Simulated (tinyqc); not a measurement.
## A square-lattice strip 3 sites wide in a magnetic flux, recursive Green functions: effect of the strength of the potential

The device has N = 3 slices of 3 site(s), nearest-neighbour hopping -t, and site energies U; the leads are semi-infinite continuations with site energy 0 and no flux. The hopping from slice i to i + 1 inside the device carries the phase exp(2 pi i f j) on row j = 1, 2, ...: V = <i+1|H|i> = -t diag(exp(2 pi i f j)).

Transverse modes n = 1..3: chi_n(j) = sqrt(2/4) sin(pi n j/4), energy e_n = -2 t cos(pi n/4). Sigma = t^2 sum_n chi_n chi_n^T g(E - e_n), g(x) = (x - i sqrt(4 t^2 - x^2))/(2 t^2) for |x| < 2 t and (x - sign(x) sqrt(x^2 - 4 t^2))/(2 t^2) otherwise; Gamma = i (Sigma - Sigma^dagger); both leads give the same. Forward pass: g_1 = (E - H_1 - Sigma)^(-1), g_i = (E - H_i - V g_(i-1) V^dagger)^(-1), with Sigma also subtracted on the last slice; G_(i,1) = g_i V G_(i-1,1), starting from g_1. H_i is the block of slice i: its site energies on the diagonal and -t between neighbouring rows. T(E) = Tr[Gamma G_(N,1) Gamma G_(N,1)^dagger]. All U are multiplied by the factor sc.

Inputs (values chosen for the exercise):

| symbol | value | unit | meaning |
|---|---|---|---|
| t | 1 | eV | hopping (matrix element -t) |
| U | [1.06, 0.79, 1.07, -0.25, 0.52, 0.58, 1.1, -0.29, 0.3] | eV | site energies, slice by slice (3 a slice) |
| E | -1.02 | eV | energy |
| f | 0.3 | h/q | magnetic flux through each plaquette inside the device |

Effect of the strength of the potential:
```
sc	T(E)	reflection, modes - T(E)
0	1.0535	0.94646
0.38	0.99607	1.0039
0.75	0.94162	1.0584
1.12	0.83052	1.1695
1.5	0.63447	1.3655
1.88	0.44880	1.5512
2.25	0.31698	1.6830
2.62	0.22165	1.7784
3	0.14956	1.8504
```

T(E) falls from 1.05 to 0.150. At sc = 0 the flux alone reflects 0.946 of the 2 open mode(s).

Computed by the program tinyqc: `OMP_NUM_THREADS=1 python tinyqc.py 2660041 2660042 out.jsonl`, one thread of a shared Intel Xeon 2.30GHz, about 0.01 s for the whole run.
